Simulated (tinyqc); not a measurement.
MOS inversion layer, Poisson-Schroedinger loop: two steps of the calculation.

Electrons confined at an insulator interface at z = 0, treated as a hard wall; parabolic valleys, Hartree approximation, no image or exchange terms. The depletion charge lies far deeper than the electrons and gives a uniform field q Nd/(eps0 eps_r); the gate balances all charge. Energies are counted from the band edge at the interface.

Values chosen for this exercise; masses and permittivity close to those of In0.53Ga0.47As: relative permittivity eps_r = 14; mass along z of valley set A (1 valley(s)) mz1 = 0.0408 m0; sheet density of electrons Ns = 8e11 cm^-2; mesh step hz = 2.8 nm; mixing factor a = 0.3.

Constants: q = 1.602176634e-19 C, hbar = 1.054571817e-34 J s, m0 = 9.1093837015e-31 kg, eps0 = 8.8541878128e-14 F/cm where lengths are in cm, hbar^2/(2 m0) = 0.0380998212 eV nm^2. Results are converted to the units shown.

Question 1. Levels and probability densities. Tridiagonal Hamiltonian with psi = 0 one step beyond both ends: H_ii = C (1/m_(i-1/2) + 1/m_(i+1/2))/hz^2 + V0_i + U_i, H_(i,i+1) = -C/(m_(i+1/2) hz^2), C = hbar^2/(2 m0). The lowest 2 level(s) are kept, normalised to hz sum |psi|^2 = 1. The mass is the same on all intervals.

| node | fixed potential V0 (eV) | self-consistent potential U at the start (eV) |
|---|---|---|
| 1 | 0.01049517 | 0 |
| 2 | 0.02099035 | 0 |
| 3 | 0.03148552 | 0 |
| 4 | 0.04198070 | 0 |
| 5 | 0.05247587 | 0 |
| 6 | 0.06297105 | 0 |
| 7 | 0.07346622 | 0 |
| 8 | 0.08396139 | 0 |
| 9 | 0.09445657 | 0 |
| 10 | 0.10495174 | 0 |
| 11 | 0.11544692 | 0 |
| 12 | 0.12594209 | 0 |
| 13 | 0.13643727 | 0 |
| 14 | 0.14693244 | 0 |

Give: levels; |psi|^2 of A1; |psi|^2 of A2.

Answer 1.

levels (eV): A1 0.054719, A2 0.095094

| node | \|psi\|^2 of A1 (1/nm) | \|psi\|^2 of A2 (1/nm) |
|---|---|---|
| 1 | 0.029022 | 0.027228 |
| 2 | 0.076988 | 0.045292 |
| 3 | 0.093639 | 0.016442 |
| 4 | 0.075545 | 0.000617 |
| 5 | 0.045929 | 0.027835 |
| 6 | 0.022420 | 0.062068 |
| 7 | 0.009126 | 0.069823 |
| 8 | 0.003176 | 0.053531 |
| 9 | 0.000963 | 0.031283 |
| 10 | 0.000257 | 0.014745 |
| 11 | 0.000061 | 0.005781 |
| 12 | 0.000013 | 0.001904 |
| 13 | 0.000002 | 0.000508 |
| 14 | 0.000000 | 0.000086 |

Question 2. Density, output potential and mixing. n_i = sum_k N_k |psi_k|^2 (converted to cm^-3). Hartree part by Gauss: on the interval before node i the electrons still beyond are S_i = Ns - hz sum_(j<i) n_j, and U_i = U_(i-1) + q S_i hz/(eps0 eps_r) in eV, U_0 = 0 at the interface. Mixing: U(new) = U + a (U(out) - U).

| node | z (nm) | self-consistent potential U at the start (eV) | \|psi\|^2 of A1 (1/nm) | \|psi\|^2 of A2 (1/nm) |
|---|---|---|---|---|
| 1 | 2.8 | 0 | 0.029022346 | 0.027228133 |
| 2 | 5.6 | 0 | 0.076988153 | 0.045292166 |
| 3 | 8.4 | 0 | 0.093639133 | 0.016441648 |
| 4 | 11.2 | 0 | 0.075545189 | 0.000617312 |
| 5 | 14 | 0 | 0.045929235 | 0.027834700 |
| 6 | 16.8 | 0 | 0.022419722 | 0.062067657 |
| 7 | 19.6 | 0 | 0.009125502 | 0.069823420 |
| 8 | 22.4 | 0 | 0.003176308 | 0.053531369 |
| 9 | 25.2 | 0 | 0.000962660 | 0.031283431 |
| 10 | 28 | 0 | 0.000257478 | 0.014744697 |
| 11 | 30.8 | 0 | 0.000061352 | 0.005781180 |
| 12 | 33.6 | 0 | 0.000013053 | 0.001903830 |
| 13 | 36.4 | 0 | 0.000002413 | 0.000507703 |
| 14 | 39.2 | 0 | 0.000000314 | 0.000085612 |

N_k (cm^-2): A1 5.9336110e11, A2 2.0663890e11

Give: n; U(out); U after round 1.

Answer 2.

| node | n (1e17 cm^-3) | U(out) (eV) | U after round 1 (eV) |
|---|---|---|---|
| 1 | 2.285 | 0.0290 | 0.00869 |
| 2 | 5.504 | 0.0556 | 0.01668 |
| 3 | 5.896 | 0.0766 | 0.02299 |
| 4 | 4.495 | 0.0917 | 0.02752 |
| 5 | 3.300 | 0.1023 | 0.03068 |
| 6 | 2.613 | 0.1094 | 0.03283 |
| 7 | 1.984 | 0.1140 | 0.03420 |
| 8 | 1.295 | 0.1165 | 0.03495 |
| 9 | 0.704 | 0.1177 | 0.03532 |
| 10 | 0.320 | 0.1182 | 0.03547 |
| 11 | 0.123 | 0.1184 | 0.03552 |
| 12 | 0.040 | 0.1185 | 0.03554 |
| 13 | 0.011 | 0.1185 | 0.03554 |
| 14 | 0.002 | 0.1185 | 0.03554 |

Program tinyqc, `OMP_NUM_THREADS=1 python tinyqc.py 2160042 2160043 out.jsonl`; Intel Xeon 2.30GHz, shared host, one thread, about 0.4 s.
